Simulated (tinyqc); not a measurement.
G0W0 on RHF in the 3-21g basis, for H2, spin multiplicity 1, step by step. One step of it, computed by the program tinyqc.

Problem. Screening: direct RPA. With D = e_a - e_i and K = (ia|jb): diagonalise D^(1/2) (D + 4K) D^(1/2) = Z w^2 Z^T; X + Y = D^(1/2) Z w^(-1/2), each column of Z with its largest component positive (the first on a tie); E_c = (sum w - tr (D + 2K)) / 2.

orbital energies (hartree): MO1 -0.559352, MO2 0.230252, MO3 0.984298, MO4 1.405931

Two-electron integrals over orbitals (pq|rs), unique and non-zero (hartree):
```
(11|11) 0.614778    (21|21) 0.100984    (22|11) 0.457595    (22|22) 0.415641
(31|11) 0.150463    (31|22) 0.063371    (31|31) 0.105751    (32|21) -0.003993
(32|32) 0.035039    (33|11) 0.545394    (33|22) 0.417218    (33|31) 0.129621
(33|33) 0.507409    (41|21) -0.080692   (41|32) -0.039220   (41|41) 0.119731
(42|11) -0.140733   (42|22) -0.066034   (42|31) -0.080910   (42|33) -0.116681
(42|42) 0.078025    (43|21) -0.109890   (43|32) -0.022401   (43|41) 0.127808
(43|43) 0.163196    (44|11) 0.626235    (44|22) 0.469859    (44|31) 0.189511
(44|33) 0.575720    (44|42) -0.169136   (44|44) 0.702037
```

Give: D^(1/2) (D + 4K) D^(1/2); excitation energies w; X + Y; RPA correlation energy.

Solution.

D^(1/2) (D + 4K) D^(1/2) (hartree^2):
```
         1>2     1>3      1>4
1>2   0.9424  0.0000  -0.4021
1>3   0.0000  3.0358   0.0000
1>4  -0.4021  0.0000   4.8036
```

excitation energies w (hartree): 0.9492  1.7424  2.2011

X + Y:
```
          1       2        3
1>2  0.9073  0.0000  -0.0614
1>3  0.0000  0.9413   0.0000
1>4  0.1475  0.0000   0.9399
```

RPA correlation energy = -0.029382 hartree
